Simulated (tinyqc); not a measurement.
## Carrier density from the ballistic resistance

Question. A wide ballistic two-dimensional channel with gv valleys has G/W = (2 q^2/h) gv kF/pi and n = gv kF^2/(2 pi). Find kF, n and the Fermi energy C kF^2/m, C = hbar^2/(2 m0).

Inputs (values chosen for the exercise):
```
symbol,value,unit,meaning
m,0.18,m0,mass
gv,1,,valleys
```

Constants: q = 1.602176634e-19 C, hbar = 1.054571817e-34 J s, h = 6.62607015e-34 J s, m0 = 9.1093837015e-31 kg, hbar^2/(2 m0) = 0.0380998212 eV nm^2. Results are converted to the units shown.

R W = 38.237708 ohm um

Answer. kF = pi h/(2 q^2 gv R W).

kF = 1.060 1/nm
n = 1.790e13 cm^-2
Ef = 0.2380 eV

Computed by the program tinyqc: `OMP_NUM_THREADS=1 python tinyqc.py 2740124 2740125 out.jsonl`, one thread of a shared Intel Xeon 2.30GHz, about 0.07 s for the whole run.
